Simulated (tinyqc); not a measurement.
Finite-size error of a charged defect in a periodic cell: Madelung and Makov-Payne terms: one step, computed by the program tinyqc.

L is the cube root of the cell volume. The defect charge is a Gaussian, rho(r) = q (2 pi sigma^2)^(-3/2) exp(-r^2/2 sigma^2), repeated periodically in a uniform neutralising background and screened by a continuum. The model cell energy is E(L) = E_0 + [periodic - isolated electrostatic energy].

Task: Madelung energy. Ewald sum for a unit point charge: scale each Cartesian component of the cell by 1/sqrt(eps_i), giving R', G' and V'; E = [ (1/2) sum erfc(eta R')/R' + (2 pi/V') sum exp(-G'^2/4 eta^2)/G'^2 - eta/sqrt(pi) - pi/(2 V' eta^2) ] e^2/(4 pi eps_0) / sqrt(eps_x eps_y eps_z), over n_i = -6..6, omitting n = (0,0,0), eta = 2/V'^(1/3). alpha = -2 E eps_g L/(e^2/(4 pi eps_0)), eps_g = (eps_x eps_y eps_z)^(1/3).

Inputs (values chosen for the exercise, for a model host): charge q = 1 e; cell length L = 11.1 angstrom; dielectric constant eps = 15.5.

Supercell lattice: bcc. Screening: isotropic.

cell vectors (rows) (angstrom):
```
           1          2          3
1  -6.992562   6.992562   6.992562
2   6.992562  -6.992562   6.992562
3   6.992562   6.992562  -6.992562
```

Constants: e^2/(4 pi eps_0) = 14.39964548 eV angstrom.

Give: terms for a unit charge; Madelung constant alpha; point-charge correction -q^2 E.

Result:

terms for a unit charge (eV): real space 0.00070, reciprocal 0.00574, self -0.09444, background -0.03287

Madelung constant alpha = 2.888

point-charge correction -q^2 E = 0.1209 eV
